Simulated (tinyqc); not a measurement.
Abrupt p-n junction, non-linear Poisson equation by Newton steps: two steps of the calculation.

One dimension, p side on the left, n side on the right; net doping C = -Na for x < 0 and +Nd for x > 0. The potential psi is counted from the intrinsic level, and the quasi-Fermi potentials are flat: 0 for holes and -V for electrons, so n = ni exp((psi + V)/Vt) and p = ni exp(-psi/Vt) (Boltzmann statistics, full ionisation, no current).

Parameters, values chosen for the exercise; band and dielectric values close to those of gallium phosphide: temperature T = 325 K; band gap Eg = 2.22 eV; relative permittivity eps_r = 11.2; conduction-band density of states at T Nc = 1.98e19 cm^-3; valence-band density of states at T Nv = 2.16e19 cm^-3; acceptor density of the p side Na = 2e18 cm^-3; donor density of the n side Nd = 5.6e17 cm^-3; bias of the p side against the n side V = 0 V.

Constants: q = 1.602176634e-19 C, kB = 1.380649e-23 J/K, Vt = kB T/q, eps0 = 8.8541878128e-14 F/cm where lengths are in cm. Results are converted to the units shown.

Problem 1. Intrinsic density, end potentials and Debye lengths. ni = sqrt(Nc Nv) exp(-Eg/(2 Vt)), Eg in volts; psi_p = -Vt ln(Na/ni), psi_n = Vt ln(Nd/ni) - V; Debye length sqrt(eps0 eps_r Vt/(q N)).

Give: ni; psi_p; psi_n; Debye length, p side; Debye length, n side.

Solution 1.

ni = 126.70 cm^-3
psi_p = -1.0446 V
psi_n = 1.0089 V
Debye length, p side = 2.9440 nm
Debye length, n side = 5.5637 nm

Problem 2. Converged densities, field and charge. n and p as above; field E_i = -(psi_(i+1) - psi_i)/h_i on each interval; charge on either side of the peak Q = eps0 eps_r |E|max (Gauss).

```
node  x (nm)  converged psi (V)  net doping C (cm^-3)
0      -45.6         -1.0445761                 -2e18
1      -31.8         -1.0443060                 -2e18
2      -20.4         -1.0396281                 -2e18
3        -11         -0.9846143                 -2e18
4       -3.2         -0.7476872                 -2e18
5        3.2         -0.4064600                5.6e17
6       11.3         -0.0277262                5.6e17
7       21.4          0.3613659                5.6e17
8       34.2          0.7218716                5.6e17
9       50.3          0.9648407                5.6e17
10      70.6          1.0061818                5.6e17
11      96.1          1.0088170                5.6e17
12       128          1.0089250                5.6e17
```

ni = 126.70058 cm^-3

Give: n; p; field E; peak |E|; charge Q.

Solution 2.

```
node  n (cm^-3)  p (cm^-3)
0     8.027e-15   2.000e18
1     8.104e-15   1.981e18
2     9.578e-15   1.676e18
3     6.829e-14   2.351e17
4     3.224e-10   4.979e13
5      6.307e-5    2.545e8
6         47.08      341.0
7       5.087e7   3.156e-4
8      1.981e13  8.104e-10
9      1.160e17  1.384e-13
10     5.077e17  3.162e-14
11     5.578e17  2.878e-14
12     5.600e17  2.867e-14
```

field E, interval 0 to 11 (kV/cm): -0.2  -4.1  -58.5  -303.8  -533.2  -467.6  -385.2  -281.6  -150.9  -20.4  -1.0  0.0
peak |E| = 533.2 kV/cm
charge Q = 528.7 nC/cm^2

tinyqc, about 0.02 s, one thread, Intel Xeon 2.30GHz (shared host): `OMP_NUM_THREADS=1 python tinyqc.py 2000097 2000098 out.jsonl`
